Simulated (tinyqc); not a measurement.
Thin-film optics by transfer matrices: one step. Reflection and transmission. Three cases, with inputs chosen for the exercise.

Task: Close the stack on the substrate.

Indices N = n + i k. Snell: N0 sin(theta) = N_j sin(theta_j), with Im(N_j cos theta_j) >= 0. Admittance y_j = N_j cos theta_j for s and N_j/cos theta_j for p. Phase delta_j = 2 pi N_j cos theta_j d_j/lambda. Layer matrix [[cos delta, -i sin delta/y], [-i y sin delta, cos delta]], multiplied from the top down to M. (B, C) = M (1, y_sub); r = (y0 B - C)/(y0 B + C), R = |r|^2, T = 4 Re y0 Re y_sub/|y0 B + C|^2, absorbed in the films 1 - R - T.

Case 1.

M:
```
                     1                   2
1   0.046577+0.010250i  0.001135+0.430773i
2  -0.003887+2.316608i  0.046577+0.010250i
```

y_j: ambient 1.000000, film 1 2.319000+0.005000i, substrate 0.191000+2.970000i

Case 2.

M:
```
            1           2
1   -0.746024  -0.303740i
2  -1.666752i   -0.661830
```

y_j: ambient 2.923804, film 1 1.899392, film 2 2.252700, film 3 1.918232, substrate 4.030956+0.018375i

Case 3.

M:
```
            1           2
1    0.392687  -0.652716i
2  -1.491443i    0.067514
```

y_j: ambient 0.707107, film 1 2.002842, film 2 1.279627, substrate 6.560413+2.690297i

Give: B, C; r; R; T into the substrate; absorbed in the films.

Result:

Case 1.

B, C: -1.2326+0.0959i  -0.0254+2.4569i

r = -0.5566+0.7472i
R = 0.8682
T into the substrate = 0.0943
absorbed in the films = 0.0375

The bare substrate would reflect 0.9254.

Case 2.

B, C: -0.7404-1.2244i  -2.6678-1.6789i

r = 0.1483+0.2319i
R = 0.0758
T into the substrate = 0.9242
absorbed in the films = 0.0000

The bare substrate would reflect 0.0253.

Case 3.

B, C: 2.1487-4.2821i  0.4429-1.3098i

r = 0.4220+0.0573i
R = 0.1813
T into the substrate = 0.8187
absorbed in the films = 0.0000

The bare substrate would reflect 0.6910.

Computed by tinyqc, one run a case: `OMP_NUM_THREADS=1 python tinyqc.py N N+1 out.jsonl` with N = 1651328, 1651386, 1651461; one thread of a shared Intel(R) Xeon(R) Processor @ 2.30GHz, about 0.01 s a run at most.
